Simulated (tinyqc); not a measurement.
Slices of the butterfly: square lattice in a magnetic field (Harper-Hofstadter model).

Landau gauge, lattice period 1: the magnetic cell has q sites j = 0 to q - 1 along x. H_jj = -2 ty cos(ky + 2 pi p j/q), H_(j,j+1) = -tx, and the bond from q - 1 back to 0 is H_(q-1,0) = -tx exp(i q kx). The levels depend on k only through cos(q kx) and cos(q ky), so the band edges lie at (0, 0) and (pi/q, pi/q).

Values chosen for the exercise (out of a larger set: a lateral superlattice; not measured data):
- tx = 1.9 meV (hopping along x)
- ty = 1.9 meV (hopping along y)
- Q = 11 (denominator)

Flux P/Q for each P (p = P, q = Q): the lowest edge, the first gap, the widest gap with its r (the lower one of a mirror pair) and t_r from r = Q s + P t, |t| <= Q/2, and the total width of the bands.

Spectra (meV):
```
flux  lowest edge  first gap  t of first gap  widest gap  its r  its t  total width
1/11      -6.5907     1.8720               1      1.8720      1      1       1.5646
2/11      -5.7542     0.0005              -5      2.9695      2      1       1.6071
3/11      -5.2170     0.0745               4      3.1970      3      1       1.5969
4/11      -4.9898     0.2229               3      3.1329      4      1       1.6048
5/11      -5.0432     0.5708              -2      2.6231      5      1       1.5867
```

How do the results move, and what explains it?

The widest gap carries t = 1 in every row, and its r equals P: it is the gap above the lowest Landau level, which holds P of the Q bands. The first gap is widest at 1/11 (t = 1) and narrowest at 2/11 (t = -5). The total width lies between 1.565 and 1.607 meV; its limit for large Q is 4 |tx - ty| = 0.0 meV.

(tinyqc, `OMP_NUM_THREADS=1 python tinyqc.py 1282579 1282580 out.jsonl`, Intel(R) Xeon(R) Processor @ 2.30GHz, 1 thread, shared host, about 0.04 s.)
